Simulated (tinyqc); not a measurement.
Shallow acceptor in the spherical model (Baldereschi-Lipari), strong spin-orbit limit. Inputs raised by 5 %, one at a time. Computed by tinyqc, a small Python program. Command: `OMP_NUM_THREADS=1 python tinyqc.py 3018503 3018504 out.jsonl acceptor sens`. One thread of a shared host (Intel(R) Xeon(R) Processor @ 2.30GHz), about 0.05 s of CPU time with the checks.

The 1S(3/2) state has an s envelope f(r) and a d envelope g(r). In effective units they obey -(f'' + 2f'/r + 2f/r) + mu (g'' + 5g'/r + 3g/r^2) = E f and -(g'' + 2g'/r - 6g/r^2 + 2g/r) + mu (f'' - f'/r) = E g. The cubic term, the split-off band and the central cell are left out.

Inputs (values chosen for the exercise, modelled on InP):

| quantity | value | unit |
|---|---|---|
| Luttinger gamma_1 | 4.99 | - |
| Luttinger gamma_2 | 1.65 | - |
| Luttinger gamma_3 | 2.08 | - |
| dielectric constant eps | 12.3 | - |
| spin-orbit gap Delta_so | 106 | meV |

Constants: Ry = 13.605693123 eV; a_0 = 0.529177210903 angstrom.

Method:
- Ry* = Ry/(gamma_1 eps^2), a* = a_0 eps gamma_1, mu = (6 gamma_3 + 4 gamma_2)/(5 gamma_1), delta = (gamma_3 - gamma_2)/gamma_1; spherical masses 1/(gamma_1 (1 - mu)) (heavy) and 1/(gamma_1 (1 + mu)) (light).
- Basis: f_i = exp(-zeta_i r), g_i = r exp(-zeta_i r), weight r^2 dr, s = zeta_i + zeta_j. S_ff = 2/s^3, H_ff = zeta_i zeta_j S_ff - 2/s^2; S_gg = 24/s^5, H_gg = 8/s^3 + 24 zeta_i zeta_j/s^5 - 12/s^4; H(f_i, g_j) = mu (6 zeta_i^2/s^4 + 2 zeta_i/s^3); S_fg = 0. Each function is normalised by sqrt(S_ii).
- Large basis: zeta_i = 0.08 x 1.55^(i-1), i = 1..20 in each channel; overlap eigenvalues below 1e-11 are dropped.
- Binding energies are -E Ry*; the mass that fits is E(1S) eps^2/Ry.

Runs:

| input moved | from | to | 1S(3/2) binding energy (meV) | d weight of 1S(3/2) | heavy-hole mass (m_0) | light-hole mass (m_0) |
|---|---|---|---|---|---|---|
| base run | - | - | 40.617 | 0.27022 | 0.85179 | 0.11356 |
| Luttinger gamma_1 | 4.99 | 5.2395 | 34.444 | 0.24305 | 0.70249 | 0.11043 |
| Luttinger gamma_2 | 1.65 | 1.7325 | 42.602 | 0.28054 | 0.90253 | 0.11271 |
| Luttinger gamma_3 | 2.08 | 2.184 | 44.584 | 0.28993 | 0.95311 | 0.11197 |
| dielectric constant eps | 12.3 | 12.915 | 36.841 | 0.27022 | 0.85179 | 0.11356 |

Exponents ln(y'/y) / ln(x'/x):

| input | 1S(3/2) binding energy | d weight of 1S(3/2) | heavy-hole mass | light-hole mass |
|---|---|---|---|---|
| Luttinger gamma_1 | -3.379 | -2.172 | -3.950 | -0.573 |
| Luttinger gamma_2 | 0.978 | 0.768 | 1.186 | -0.153 |
| Luttinger gamma_3 | 1.910 | 1.443 | 2.304 | -0.288 |
| dielectric constant eps | -2.000 | 0.000 | 0.000 | 0.000 |

To which inputs is each result most sensitive?

Among the inputs moved here: 1S(3/2) binding energy answers most in size to Luttinger gamma_1 (exponent -3.379), next to dielectric constant eps (-2.000). Its exponent -2.000 in dielectric constant eps: Ry* scales as 1/eps^2. d weight of 1S(3/2) answers most in size to Luttinger gamma_1 (exponent -2.172), next to Luttinger gamma_3 (+1.443); its exponent is below 0.0005 for dielectric constant eps. Heavy-hole mass answers most in size to Luttinger gamma_1 (exponent -3.950), next to Luttinger gamma_3 (+2.304); its exponent is below 0.0005 for dielectric constant eps. Light-hole mass answers most in size to Luttinger gamma_1 (exponent -0.573), next to Luttinger gamma_3 (-0.288); its exponent is below 0.0005 for dielectric constant eps.

Caution (all rows): the binding exceeds a fifth of the spin-orbit gap Delta_so, so the split-off band, left out, matters.
